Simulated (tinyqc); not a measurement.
Worked calculation: two-band k.p model of the X valleys of a zinc-blende crystal. Values are carried at full precision from step to step, so a last printed digit may differ when a step is redone from the rounded ones.

With x = D/D0: for x < 1 the minima lie at k_m = sqrt(ml D0 (1 - x^2)/(4 c)), the hump at X has the height dE = (D0/4)(1 - x)^2 and the mass at the minimum is ml/(1 - x^2); the mass at X is ml/(1 - 1/x), negative for x < 1. For x > 1 the minimum is at X.

Constants: hbar^2/2m0 = 3.80998211 eV angstrom^2; kB = 8.617333262e-05 eV/K.

Parameters, chosen for this exercise (of the order of those of GaP; the results hold for these values, not for the real material):
- D = 0.378 eV (splitting of the two conduction levels at X)
- D0 = 0.438 eV (coupling energy)
- ml = 0.904 m0 (mass along the axis from remote bands)
- k = 0.074 1/angstrom (wave vector from X)
- kmax = 0.16 1/angstrom (end of the path)
- mt = 0.245 m0 (transverse mass)
- T = 300 K (temperature)

## Shape of the lower band

Give x, k_m, dE and both masses.

x = 0.8630
k_m = 0.08143 1/angstrom
dE = 2.055 meV
mass at the minimum = 3.542 m0
mass at X = -5.695 m0

The coupling wins over the splitting, so each X point carries two minima; the hump equals kT at 24 K.

## The matrix at one k

k along the valley axis, counted from X, c = hbar^2/2m0, e = c k^2/ml. H = [[e - D/2, i P k], [-i P k, e + D/2]] with P^2 = D0 c/ml, so E = e -/+ sqrt(D^2/4 + D0 e). For D = 0 (diamond lattice) the bands cross at X.

Give P, the matrix, its levels and the weight of the lower X state in the lower band.

P = 1.3587 eV angstrom

H (eV):
```
          1        2
1   -0.1659  0.1005i
2  -0.1005i   0.2121
```

levels (eV): -0.1910  0.2372

weight = 0.9414

## Dispersion along the axis

Nine points; energies of the lower band from its minimum, against a parabola about the minimum with the mass there.

Results:
```
k (1/angstrom)  lower band (meV)  parabola (meV)  gap to the upper band (eV)
0.0000                      2.05            7.13                      0.3780
0.0200                      1.80            4.06                      0.3819
0.0400                      1.14            1.85                      0.3933
0.0600                      0.40            0.49                      0.4117
0.0800                      0.00            0.00                      0.4361
0.1000                      0.43            0.37                      0.4655
0.1200                      2.14            1.60                      0.4992
0.1400                      5.51            3.69                      0.5363
0.1600                     10.89            6.64                      0.5761
```

At kmax the band lies at 10.9 meV and the parabola at 6.6 meV: far from X the curvature returns to 1/ml, so the band is steeper than the parabola of the minimum.

## Thermal masses

Thermal masses along the axis for one X point, lower band, E from the minimum, on 1601 points from -0.8 to 0.8 1/angstrom: density-of-states mass m_d = c I^2/(pi kT), I = integral of exp(-E/kT) dk; conductivity mass m_c = 2 c kT/<(dE/dk)^2> with central differences.

Give m_d, m_c and Nc = 3 x 2 (kT/(4 pi c))^(3/2) mt sqrt(m_d) for three X points; 1 angstrom^-3 = 1e24 cm^-3.

m_d = 5.982 m0
m_c = 2.838 m0
Nc = 4.511e+19 cm^-3

Two separate parabolic minima would give m_d = 4 x 3.542 = 14.169; kT/dE = 12.58.

## Checks

- Height of the hump by numerical search against the closed form (meV): both 2.055.
- Thermal masses without coupling against ml: both 0.9040.

tinyqc: `OMP_NUM_THREADS=1 python tinyqc.py 1881046 1881047 out.jsonl`; about 0.01 s, one thread, shared Intel(R) Xeon(R) Processor @ 2.30GHz.
